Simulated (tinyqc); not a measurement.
# Which input was changed?

Model: hydrogenic impurity: series, fields, screening, photoionisation and donor-acceptor pairs. Computed by tinyqc, a small Python program. Command: `OMP_NUM_THREADS=1 python tinyqc.py 3015665 3015666 out.jsonl hydrogenic which`. One thread of a shared host (Intel(R) Xeon(R) Processor @ 2.30GHz), about 0.04 s of CPU time with the checks.

One isotropic, parabolic band. Effective units: Ry* and a*, in which H = -nabla^2 - 2/r.

Inputs (values chosen for the exercise, modelled on silicon): electron mass m = 0.331 m_0; dielectric constant eps = 11.4; donor density N = 3.4e+16 cm^-3.

Parts treated: screening and pairs.

Constants: Ry = 13.605693123 eV; a_0 = 0.529177210903 angstrom; h x 1 THz = 4.135667696 meV.

Method:
- Ry* = Ry m/eps^2, a* = a_0 eps/m; level n is bound by Ry*/n^2; <r> = (3/2) a* in 1s; lines 1s -> np at Ry* (1 - 1/n^2); 1 THz = 4.135667696 meV.
- Wigner-Seitz radius r_s = (3/(4 pi N))^(1/3); Mott criterion N_c^(1/3) a* = 0.26; overlap of two 1s orbitals at distance d: S = exp(-x)(1 + x + x^2/3), x = d/a*, with d = N^(-1/3).
- Thomas-Fermi screening by N free electrons of one valley, taken as a degenerate gas (the hypothesis that all donors are ionised): q a* = sqrt(4 k_F a*/pi), k_F = (3 pi^2 N)^(1/3).
- Screened potential -(2/r) exp(-q r). Basis exp(-zeta r), zeta_k = 0.02 x 1.6^k, k = 0..23: S = 2/s^3, T = zeta_i zeta_j S, V = -2/(s + q)^2 with s = zeta_i + zeta_j; overlap eigenvalues below 1e-11 are dropped.

Task: One of these inputs alone was changed, within the range given: electron mass m (0.1655 to 0.662); dielectric constant eps (5.7 to 22.8); donor density N (1.7e+16 to 6.8e+16). Which one, and to what value?

Results:
```
run     Mott density (cm^-3)  screened binding energy (meV)  Ry* (meV)
before          2.903261e+18                       10.84025   34.65285
after           1.410901e+18                        5.51390   21.41966
```

Result:

Each candidate set to reproduce Mott density, and what it then gives:
```
candidate                    range searched  value needed  screened binding energy (meV)  Ry* (meV)
electron mass m (m_0)       0.1655 to 0.662        0.2602                         7.0133     27.244
dielectric constant eps         5.7 to 22.8         14.50                         5.5139     21.420
donor density N (cm^-3)  1.7e+16 to 6.8e+16     no effect                              -          -
```

Only dielectric constant eps fits every result: it went from 11.4 to 14.5. The next best candidate, electron mass m, misses one result by 27 %.

Caution: well below the Mott density the electrons are bound or non-degenerate, so this screening is formal: it serves to locate the transition, not to give the level.
